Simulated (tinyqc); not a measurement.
The product rho l across metals: free and nearly free electrons in a metal.

Constants: hbar^2/2m0 = 3.80998211 eV angstrom^2; hbar = 6.58211957e-16 eV s.

Free electrons with m = 1; fcc cells hold 4 atoms and bcc cells 2; n = atoms z/a^3, kF = (3 pi^2 n)^(1/3), rho l = hbar kF/(n e^2), e = 1.602176634e-19 C. Inputs are chosen for the exercise.

Results:
```
case     lattice  a (angstrom)  z  rho (micro-ohm cm)  kF (1/angstrom)  EF (eV)  l (nm)  rho l (1e-16 ohm m^2)
near Ca      fcc         5.525  2                3.69            1.120     4.78    26.3                   9.70
near K       bcc         5.214  1                7.09            0.748     2.13    30.7                  21.77
near Al      fcc         4.028  3                2.79            1.758    11.78    14.1                   3.93
near Na      bcc         4.232  1                4.58            0.921     3.23    31.3                  14.34
near Ag      fcc         4.111  1                1.67            1.195     5.44    51.0                   8.52
near Au      fcc         4.055  1                2.09            1.211     5.59    39.7                   8.29
```

What does the comparison show?

rho l falls as n^(-2/3): it is lowest for the case near Al and highest for near K. The lowest bulk rho belongs to near Ag; in very narrow wires, where rho l rules, the order changes. Real Fermi surfaces depart from spheres, most for the polyvalent and noble metals.

Program tinyqc; command `OMP_NUM_THREADS=1 python tinyqc.py 1680797 1680798 out.jsonl`; about 0.01 s on one thread of a shared Intel(R) Xeon(R) Processor @ 2.30GHz.
